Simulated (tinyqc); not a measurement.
## Box-like doped layer, carriers, mobility and sheet resistance with incomplete ionisation: effect of the peak chemical concentration

An n-type layer from the surface x = 0 to the junction xj, N(x) = N0 for x < xb and N0 10^(-(x - xb)/Lt) beyond. Local neutrality (no depletion at surface or junction, no spilling of carriers), intrinsic carriers neglected, Boltzmann statistics.

xj = xb + Lt log10(N0/Nb). Active dopant A = min(N, Ns); n solves n (n + Nb)/(A - Nb - n) = K, K = (NB/gd) exp(-E/Vt), E = max(Ei - ks A^(1/3), 0), so n = 2 K (A - Nb)/[Nb + K + sqrt((Nb + K)^2 + 4 K (A - Nb))]; mobility mu = m1 + (m2 (T/300 K)^(-bt) - m1)/(1 + ((A + Nb)/Nr)^am). Dose = integral of N, carrier sheet density = integral of n, 1/Rs = q integral of n mu, mean mobility 1/(q Rs sheet density), Hall mobility (unit Hall factor) = integral of n mu^2 over integral of n mu, Hall sheet density = (integral of n mu)^2/integral of n mu^2; all from 0 to xj. Integrals on 4000 steps.

Values chosen for this exercise; values close to those of nitrogen in 4H silicon carbide over a p-type background: temperature T = 250 K; background doping of the opposite type Nb = 2.2e15 cm^-3; mobility limit at high doping m1 = 39.8 cm^2/(V s); mobility limit at low doping, at 300 K m2 = 979 cm^2/(V s); reference doping of the mobility law Nr = 1.96e17 cm^-3; exponent of the mobility law am = 0.617; temperature exponent of m2 bt = 2.5; solubility limit of active dopant Ns = 4.93e19 cm^-3; conduction-band density of states at T NB = 1.26e19 cm^-3; ionisation energy in the dilute limit Ei = 0.0591 eV; degeneracy factor of the level gd = 2; lowering of Ei per N^(1/3) ks = 1.4e-8 eV cm; depth of the flat top xb = 130 nm; abruptness of the tail Lt = 41 nm/decade.

Constants: q = 1.602176634e-19 C, kB = 1.380649e-23 J/K, Vt = kB T/q. Results are converted to the units shown.

Effect of the peak chemical concentration:

| N0 (cm^-3) | xj (nm) | dose (cm^-2) | carriers (cm^-2) | Rs (ohm/square) | mean mobility (cm^2/(V s)) | Rs xj (ohm nm) | Hall/true sheet density |
|---|---|---|---|---|---|---|---|
| 2.2e16 | 171.0 | 3.213e11 | 2.722e11 | 1.870e4 | 1226 | 3.197e6 | 0.9996 |
| 4.1e16 | 182.1 | 6.021e11 | 5.242e11 | 1.053e4 | 1131 | 1.918e6 | 0.9988 |
| 7.5e16 | 192.8 | 1.105e12 | 9.489e11 | 6459 | 1018 | 1.245e6 | 0.9970 |
| 1.4e17 | 204.0 | 2.065e12 | 1.692e12 | 4157 | 887.5 | 8.479e5 | 0.9932 |
| 2.6e17 | 215.0 | 3.839e12 | 2.908e12 | 2859 | 750.7 | 6.145e5 | 0.9861 |
| 4.7e17 | 225.5 | 6.943e12 | 4.760e12 | 2107 | 622.4 | 4.751e5 | 0.9743 |
| 8.8e17 | 236.7 | 1.300e13 | 7.848e12 | 1598 | 497.6 | 3.783e5 | 0.9543 |
| 1.6e18 | 247.3 | 2.365e13 | 1.246e13 | 1270 | 394.5 | 3.141e5 | 0.9267 |
| 3e18 | 258.5 | 4.434e13 | 2.010e13 | 1018 | 305.0 | 2.632e5 | 0.8892 |

What does the comparison show?

As N0 goes from 2.2e16 to 3e18, xj rises from 171 to 259 nm, Rs falls from 18700 to 1020 ohm/square, the mean mobility falls from 1230 to 305 cm^2/(V s) and the share of the dose that conducts goes from 84.7 through a maximum of 87.1 (at N0 = 4.1e16 among the rows listed) to 45.3 %. Rs goes as dose^(-0.91) at the low end and dose^(-0.35) at the high end; constant mobility and activation would give -1.

tinyqc, about 0.01 s, one thread, Intel Xeon 2.30GHz (shared host): `OMP_NUM_THREADS=1 python tinyqc.py 2110022 2110023 out.jsonl`
